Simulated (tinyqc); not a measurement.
# Metal-interlayer-semiconductor contact, depinning against tunnelling resistance: two studies

Zero bias, n-type semiconductor. Gap states at the semiconductor surface thin out as exp(-be ti), which unpins the barrier; electrons must then cross the interlayer (a rectangular barrier, no voltage drop across it) and the parabolic depleted layer, both by WKB. Energies E are counted from the Fermi level; no image force, parabolic bands.

Parameters, values chosen for the exercise; semiconductor values close to those of germanium; interlayer mass of the order of that in titanium dioxide, offset chosen freely: temperature T = 300 K; band gap Eg = 0.652 eV; relative permittivity eps_r = 16.2; electron affinity chi = 4.01 eV; conduction-band density of states at T Nc = 1.04e19 cm^-3; tunnelling mass in the semiconductor mt = 0.124 m0; Richardson mass mA = 1.1 m0; donor density Nd = 1.6e18 cm^-3; charge-neutrality level above the valence band E0 = 0.089 eV; pinning factor without interlayer S0 = 0.051; metal work function phiM = 4.31 eV; interlayer thickness ti = 0.9 nm; conduction-band offset of the interlayer above the semiconductor dE = 0.19 eV; tunnelling mass in the interlayer mi = 0.3 m0; decay constant of gap states through the interlayer be = 4 1/nm.

Constants: q = 1.602176634e-19 C, kB = 1.380649e-23 J/K, eps0 = 8.8541878128e-12 F/m, hbar = 1.054571817e-34 J s, h = 6.62607015e-34 J s, m0 = 9.1093837015e-31 kg, Vt = kB T/q, hbar^2/(2 m0) = 0.0380998212 eV nm^2. Results are converted to the units shown.

Each table varies one quantity; the others keep the values above.

## Contact resistivity against the interlayer thickness

S = 1/(1 + (1/S0 - 1) exp(-be ti)); phiB = S (phiM - chi) + (1 - S)(Eg - E0); xi = Ec - EF deep inside, from Nd = Nc F(-xi/Vt), F(x) = (2/sqrt(pi)) int_0^infinity sqrt(u) du/(1 + exp(u - x)); band bending U = phiB - xi; E00 = (hbar/2) sqrt(Nd/(eps0 eps_r mt m0)) in volts; A = 4 pi q mA m0 kB^2/h^3. With U = phiB - xi: for xi < E < phiB, y = (E - xi)/U and G1 = (U/E00) [sqrt(1 - y) - y ln((1 + sqrt(1 - y))/sqrt(y))], G1 = 0 above phiB; G2 = 2 ti sqrt(mi max(phiB + dE - E, 0)/C), C = hbar^2/(2 m0); f = 1/(1 + exp(E/Vt)); 1/rho_c = (A T^2/Vt^2) times the integral of exp(-G1 - G2) f over E from xi upwards. Shares under 0.001 % are printed as 0; rows without band bending are left out.

The same in every row: E00/Vt = 0.641.

Result of one run:
```
ti (nm)	S	phiB (eV)	rho_c (ohm cm^2)	rho_c with G2 = 0 (ohm cm^2)	peak of the integrand (eV)	share above phiB (%)
0	0.0510	0.550	0.0499	0.0499	0.389	1.34
```

What becomes of these results when the interlayer thickness ti is changed from 0 to 1.6 nm, all else the same?

Result of the changed run:
```
ti (nm)	S	phiB (eV)	rho_c (ohm cm^2)	rho_c with G2 = 0 (ohm cm^2)	peak of the integrand (eV)	share above phiB (%)
1.6	0.970	0.308	0.00174	1.84e-5	0.254	15.7
```

The whole series:
```
ti (nm)	S	phiB (eV)	rho_c (ohm cm^2)	rho_c with G2 = 0 (ohm cm^2)	peak of the integrand (eV)	share above phiB (%)
0	0.0510	0.550	0.0499	0.0499	0.389	1.34
0.2	0.107	0.535	0.0591	0.0307	0.385	1.79
0.4	0.210	0.508	0.0453	0.0125	0.372	2.50
0.6	0.372	0.465	0.0203	0.00308	0.348	3.71
0.8	0.569	0.413	0.00650	5.65e-4	0.316	5.63
1	0.746	0.367	0.00241	1.24e-4	0.286	8.14
1.2	0.867	0.335	0.00144	4.40e-5	0.267	10.8
1.4	0.936	0.317	0.00137	2.46e-5	0.257	13.3
1.6	0.970	0.308	0.00174	1.84e-5	0.254	15.7
```

As ti goes from 0 to 1.6, phiB falls from 0.550 to 0.308 eV and rho_c moves up and down between 0.00137 and 0.0591 ohm cm^2. At ti = 1.4 nm rho_c is 36.5 times lower than without interlayer, although thinner layers first raise it; beyond that thickness tunnelling through the layer dominates. The ratio of rho_c to its value with G2 = 0 runs from 1.00 to 94.4.

## Contact resistivity against the donor density

Same model as above.

The same in every row: S = 0.663; phiB (eV) = 0.389.

Contact resistivity against the donor density:
```
Nd (cm^-3)	E00/Vt	rho_c (ohm cm^2)	rho_c with G2 = 0 (ohm cm^2)	peak of the integrand (eV)	share above phiB (%)
3.5e17	0.300	0.0154	0.00151	0.370	27.9
8.8e17	0.475	0.00762	6.14e-4	0.339	13.8
2.2e18	0.752	0.00232	1.36e-4	0.271	4.20
5.7e18	1.21	3.05e-4	1.18e-5	0.150	0.553
1.4e19	1.90	2.61e-5	7.42e-7	0.0529	0.0473
3.7e19	3.08	2.12e-6	4.96e-8	0.00964	0.00384
9.3e19	4.89	3.24e-7	6.57e-9	-0.0141	0
2.4e20	7.85	7.89e-8	1.37e-9	-0.0316	0
6e20	12.4	3.05e-8	4.32e-10	-0.0439	0
```

Read the table: what changes, and by how much?

As Nd goes from 3.5e17 to 6e20, phiB stays at 0.389 eV and rho_c falls from 0.0154 to 3.05e-8 ohm cm^2. rho_c goes as Nd^(-0.76) between the first two rows and Nd^(-1.04) between the last two, while E00/Vt goes from 0.300 to 12.4 and the share above the barrier from 27.9 to 0 %. The ratio of rho_c to its value with G2 = 0 runs from 10.2 to 70.6.

Computed by the program tinyqc: `OMP_NUM_THREADS=1 python tinyqc.py 2270056 2270057 out.jsonl`, one thread of a shared Intel Xeon 2.30GHz, about 0.03 s for the whole run.
